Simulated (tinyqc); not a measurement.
Self-consistent Fermi level with native defects, at growth and after a quench: one step, computed by the program tinyqc.

Energies are counted from the top of the valence band (VBM); when the gap shrinks with temperature the conduction band moves and the levels stay. The added dopant is taken as fully ionised. D and A draw on one reservoir with opposite signs, as the two vacancies of a compound do.

Task: Equilibrium at growth. n = N_c F_1/2((E_F - E_g)/k_B T), p = N_v F_1/2(-E_F/k_B T). F_1/2(eta) = (2/sqrt(pi)) int_0^infinity sqrt(x)/(1 + exp(x - eta)) dx, by the trapezoid rule in t = sqrt(x) with step 0.02 up to t = 12 (for eta < -12 by exp(eta) - exp(2 eta)/2^(3/2)). In equilibrium c_q = N_s exp(-(E_f(q, 0) + q E_F)/k_B T). Net charge = p - n + sum q c_q - N_X; the log ratio is ln(positive charge/negative charge). E_F is the root of the log ratio, by 50 bisections between -0.5 eV and E_g + 0.5 eV.

Inputs (values chosen for the exercise, for a model semiconductor): site density N_s = 4.3e+22 cm^-3; dopant density N_X = 2.5e+19 cm^-3; growth temperature T_g = 1150 K.

Added shallow dopant: acceptor.

E_g(T_g) = 1.1315 eV

N_c(T_g) = 5.769138e+18 cm^-3

N_v(T_g) = 9.105587e+19 cm^-3

k_B T_g = 0.09909933 eV

E_f(q, E_F = 0) (eV): D(+3) -0.416, D(+2) 0.246, D(+1) 0.997, D(0) 1.885, A(0) 2.902, A(-1) 3.120, A(-2) 3.348

Give: E_F at growth; n at growth; p at growth; Defects at growth; total D; total A.

Result:

E_F at growth = 0.4247 eV

n at growth = 4.609e+15 cm^-3

p at growth = 1.247e+18 cm^-3

Defects at growth:

| state | E_f (eV) | c (cm^-3) |
|---|---|---|
| D(+3) | 0.858 | 7.457e+18 |
| D(+2) | 1.095 | 6.804e+17 |
| D(+1) | 1.422 | 2.529e+16 |
| D(0) | 1.885 | 2.358e+14 |
| A(0) | 2.902 | 8.236e+09 |
| A(-1) | 2.695 | 6.632e+10 |
| A(-2) | 2.499 | 4.828e+11 |

total D = 8.163e+18 cm^-3

total A = 5.574e+11 cm^-3

The largest part of the positive charge comes from charged D (95 %) and that of the negative charge from the dopant (100 %).
